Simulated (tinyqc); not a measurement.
Minimum-mode following (dimer method) and harmonic rate on a two-dimensional model surface: one step, computed by the program tinyqc. Command: `OMP_NUM_THREADS=1 python tinyqc.py 3030382 3030383 out.jsonl dimer walk`. One thread of a shared host (Intel(R) Xeon(R) Processor @ 2.30GHz), about 0.01 s of CPU time with the checks.

V(x, y) = -A (cos kx + cos ky) - B cos kx cos ky + (C sin ky + S sin kx)(1 - cos kx), k = 2 pi/a; the atom hops from the minimum at (0, 0) to that at (a, 0).

Problem. Harmonic rate. Vineyard prefactor nu* = nu1 nu2 (minimum)/nu2 (saddle); k = nu* exp(-E_b/(k_B T)).

Inputs (values chosen for the exercise, for a model surface): temperature T = 300 K.

Surface: adatom on a square lattice.

frequencies at the minimum (THz): 1.160256  1.160256

frequencies at the saddle (the first is imaginary) (THz): 1.170043  1.368981

barrier from the start = 0.2178296 eV

Constants: k_B = 8.617333262e-05 eV/K.

Give: prefactor nu*; rate k.

Solution.

prefactor nu* = 0.98335 THz

rate k = 2.1544e+08 1/s

The stable mode of the saddle is stiffer than either mode of the minimum, which lowers the prefactor below both frequencies.
